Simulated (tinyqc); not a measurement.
Changing the barrier thickness d: charge control and current of a heterostructure field-effect transistor. Computed by tinyqc, a small Python program. Command: `OMP_NUM_THREADS=1 python tinyqc.py 3010427 3010428 out.jsonl hemt sweep`. One thread of a shared host (Intel(R) Xeon(R) Processor @ 2.30GHz), about 0.01 s of CPU time with the checks.

Two subbands in a triangular well; E_F is counted from the conduction band edge of the channel at the interface.

Inputs (values chosen for the exercise, modelled on AlGaN/GaN): channel mass m = 0.19 m_0; permittivity eps (barrier and channel) = 9.48; Schottky barrier phi_B = 1.2 eV; conduction band offset dE_c = 0.49 eV; polarisation charge sigma/e = 1.7e+13 1/cm^2; gate voltage V_G = 0 V; mobility mu = 1700 cm^2/(V s); saturation velocity v_s = 1.4 1e7 cm/s; gate length L = 300 nm; source resistance R_S = 0.97 ohm mm; temperature T = 400 K; mixing = 0.3; iteration cap = 200.

Charge source: polarisation. Velocity law: two-piece.

Constants: e = 1.602176634e-19 C; eps_0 = 8.8541878128e-12 F/m; k_B = 8.617333262e-05 eV/K; hbar = 1.054571817e-34 J s; m_0 = 9.1093837015e-31 kg; k_B = 1.380649e-23 J/K.

Method:
- Threshold V_T = phi_B - dE_c - sigma d/(eps eps_0) (in volts); C_b = eps eps_0/d.
- Charge control: n_s = C_b (V_G - V_T - E_F/e)/e. Well: mean field F = e n_s/(2 eps eps_0), E_i = (hbar^2/2m)^(1/3) [(3 pi e F/2)(i + 3/4)]^(2/3), i = 0, 1; n_s = D k_B T sum_i ln(1 + exp((E_F - E_i)/k_B T)), D = m/(pi hbar^2), which is solved in closed form for E_F.
- Iteration from n_s = C_b (V_G - V_T)/(2e): E_F from n_s, n_out from the charge control, n_new = n_s + mixing (n_out - n_s), kept above n_s/10; stop when |n_out/n_s - 1| < 1e-9.
- C_g = e dn_s/dV_G = 1/(1/C_b + 1/C_q), 1/C_q = d(E_F/e)/d(e n_s) by a central difference of +/- 0.1 % in n_s; added distance dd = eps eps_0/C_q.
- With V = e n_s/C_g and V_c = v_s L/mu: for v = mu F up to v_s, I/W = C_g v_s V_c (sqrt(1 + (V/V_c)^2) - 1) and V_Dsat = V + V_c - sqrt(V^2 + V_c^2); g_m = dI/dV; extrinsic g_m/(1 + g_m R_S); f_T = g_m/(2 pi C_g L).

One run for each value; columns: (1) barrier thickness d (nm); (2) sheet density n_s (1/cm^2); (3) threshold voltage V_T (V); (4) gate capacitance C_g (microfarad/cm^2); (5) intrinsic g_m (mS/mm):
```
(1)          (2)      (3)     (4)     (5)
4.0   4.7778e+12   -0.588  1.3768  1761.4
5.4   7.1055e+12   -1.042  1.1598  1574.6
7.3   9.1785e+12   -1.659  0.9315  1288.5
9.9   1.0936e+13   -2.502  0.7275  1013.2
13.0  1.2222e+13   -3.508  0.5750   802.9
18.0  1.3442e+13   -5.131  0.4290   599.9
24.0  1.4277e+13   -7.078  0.3286   459.8
33.0  1.4987e+13   -9.998  0.2431   340.2
44.0  1.5473e+13  -13.568  0.1844   258.1
60.0  1.5870e+13  -18.759  0.1365   191.0
```

Describe and explain the trends.

Over the rows, sheet density n_s (1/cm^2) rises from 4.78e12 to 1.59e13 (exponent d ln y / d ln x 1.3 between the first rows and 0.082 between the last); threshold voltage V_T (V) falls from -0.588 to -18.8 (exponent d ln y / d ln x 1.9 between the first rows and 1.0 between the last); gate capacitance C_g (microfarad/cm^2) falls from 1.38 to 0.136 (exponent d ln y / d ln x -0.57 between the first rows and -0.97 between the last). At the high end the exponent of gate capacitance C_g is -0.97, close to -1: a thick barrier. n_s approaches sigma/e = 1.7e13 from below and reaches 93 % of it in the last row; the threshold is zero at d = eps eps_0 (phi_B - dE_c)/sigma = 2.19 nm.

Caution (rows 18.0, 24.0, 33.0, 44.0, 60.0): E_F lies above the conduction band minimum of the barrier, so electrons would spill into the barrier.

Extremes, crossings and ranges named in words are read from the listed rows.
